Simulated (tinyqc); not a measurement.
Insulator thickness and V0 from two charges.

Problem. In an undoped wire Vg - V0 = Q/Cox + Vt ln(Q/Q0) + Vt ln(1 + Q/Q0) at the source, with Q0 = 4 eps0 eps_r Vt/R and Cox = eps0 eox/(R ln(1 + tox/R)). Find Cox, tox and V0.

Inputs (values chosen for the exercise); material values close to those of germanium: temperature T = 300 K; relative permittivity of the semiconductor eps_r = 16; relative permittivity of the gate insulator eox = 4; wire radius R = 4 nm.

Constants: q = 1.602176634e-19 C, kB = 1.380649e-23 J/K, Vt = kB T/q, eps0 = 8.8541878128e-14 F/cm where lengths are in cm. Results are converted to the units shown.

Qs at Vg = 0.6 and 1 V (nC/cm^2): [697.95429, 1698.5346]

Solution. The two equations are linear in 1/Cox and V0; tox follows by inverting the logarithm.

Cox = 2.780 uF/cm^2
tox = 1.500 nm
V0 = 0.3047 V

Numbers from tinyqc (`OMP_NUM_THREADS=1 python tinyqc.py 2460161 2460162 out.jsonl`; about 0.02 s on one thread of a shared Intel Xeon 2.30GHz).
